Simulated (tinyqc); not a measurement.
# Worked calculation: AlGaN/GaN HEMT with access regions, lumped model

Numbers from tinyqc (`OMP_NUM_THREADS=1 python tinyqc.py 2570116 2570117 out.jsonl`; about 0.01 s on one thread of a shared Intel Xeon 2.30GHz). Printed values are rounded.

A polarisation-induced electron sheet under a Schottky gate, in series with two ungated access regions and contacts. Drift law v = mu E/(1 + mu E/vs) under the gate. Currents in mA/mm, resistances in ohm mm. No self-heating, no channel-length modulation; fits for polarisation, barrier and offset are chosen for the exercise.

Parameters, values chosen for the exercise; values close to those of AlGaN/GaN structures:
```
symbol  value        unit                                               meaning
x        0.31                                    aluminium share of the barrier
d          15          nm                                     barrier thickness
eps_r     9.3                      relative permittivity of barrier and channel
mu       1200  cm^2/(V s)                                      channel mobility
vs      1.6e7        cm/s                                   saturation velocity
Lg          1          um                                           gate length
Ls        0.5          um                                  source access length
Ld          4          um                                   drain access length
Rc       0.34      ohm mm                            resistance of each contact
ft          0              share of the drain-access electrons removed by traps
Vg        0.5           V                                          gate voltage
Vd          2           V                                         drain voltage
Ec        3.2       MV/cm                                        critical field
te       0.31          um          depth over which the depleted charge spreads
tf         50          nm                       insulator under the field plate
ei        3.9                           relative permittivity of that insulator
```

Constants: q = 1.602176634e-19 C, eps0 = 8.8541878128e-14 F/cm where lengths are in cm. Results are converted to the units shown.

## Polarisation charge, threshold and sheet resistance

sigma = (5e13 x + 1.6e13 x^2) cm^-2, phiB = 0.84 + 1.3 x, dEc = 0.7 (1.71 x + x^2) in volts, Cb = eps0 eps_r/d, VT = phiB - dEc - q sigma/Cb, access density n0 = -Cb VT/q. Rsh = 1/(q mu n0); largest access current q n0 vs.

sigma = 1.70376e13 cm^-2
Cb = 0.548960 uF/cm^2
VT = -4.16788 V
n0 = 1.42806e13 cm^-2
Rsh = 364.219 ohm
q n0 vs = 3660.80 mA/mm

## Iteration 1: drain current

I at the start = 570 mA/mm

Access resistance R(L, n) = L/(q mu n sqrt(1 - (I/(q n vs))^2)); Rs = Rc + R(Ls, n0), Rd = Rc + R(Ld, (1 - ft) n0). Vg' = Vg - I Rs, Vd' = Vd - I (Rs + Rd); with u = Vg' - VT, Vc = vs Lg/mu and w the smaller of Vd' and Vc [sqrt(1 + 2 u/Vc) - 1] (0 if negative), the channel gives (mu Cb/Lg)(u w - w^2/2)/(1 + w/Vc). I(new) = I + 0.3 (channel current - I).

Rs = 0.524358 ohm mm
Rd = 1.81487 ohm mm
Vg' = 0.201116 V
Vd' = 0.666643 V
channel current = 1181.53 mA/mm
I after iteration 1 = 753.459 mA/mm

## Iteration 2: drain current

As before.

Rs = 0.526094 ohm mm
Rd = 1.82875 ohm mm
Vg' = 0.103610 V
Vd' = 0.225720 V
channel current = 528.835 mA/mm
I after iteration 2 = 686.072 mA/mm

## Course of the iteration: drain current

Stop when I changes by less than 1e-6 mA/mm, or after 60 iterations. I must stay below q (1 - ft) n0 vs.

Course of the iteration:
```
iteration  I (mA/mm)  |change| (mA/mm)
1            753.459               183
2            686.072              67.4
3            724.898              38.8
4            705.010              19.9
5            715.978              11.0
6            710.141              5.84
7            713.311              3.17
8            711.608              1.70
9            712.528             0.920
...              ...               ...
24           712.206           8.74e-5
25           712.206           4.71e-5
26           712.206           2.54e-5
27           712.206           1.37e-5
28           712.206           7.40e-6
29           712.206           3.99e-6
30           712.206           2.15e-6
31           712.206           1.16e-6
32           712.206           6.26e-7
```

Converged in 32 iterations. At the end each change is about 0.54 times the one before, with alternating sign: linear convergence. Of Vd, 16.3 % reaches the channel; the access current is 19 % of its limit.

## On-resistance and breakdown

sigma = (5e13 x + 1.6e13 x^2) cm^-2, phiB = 0.84 + 1.3 x, dEc = 0.7 (1.71 x + x^2) in volts, Cb = eps0 eps_r/d, VT = phiB - dEc - q sigma/Cb, access density n0 = -Cb VT/q. Ron = 2 Rc + Ls/(q mu n0) + Ld/(q mu (1 - ft) n0) + Lg/(mu Cb (Vg - VT)). Off state: a depleted stretch that holds the voltage V has the peak field sqrt(k V), k = 2 q n0/(eps0 eps_r te), so one edge holds V1 = Ec^2/k. The sheet under the plate pinches off at Vf = q n0 (1/Cb + tf/(eps0 ei)); beyond it the gate edge is screened. BV = V1 if Vf >= V1, else Vf + V1, and at most Ec Ld. Specific resistance Ron (Ls + Lg + Ld); figure of merit BV^2 over it.

Ron = 2.64419 ohm mm
Vf = 37.2972 V
V1 = 57.1225 V
BV = 94.4197 V
specific resistance = 0.145431 mohm cm^2
figure of merit = 61.3013 MW/cm^2

The plate raises BV by a factor of 1.65.
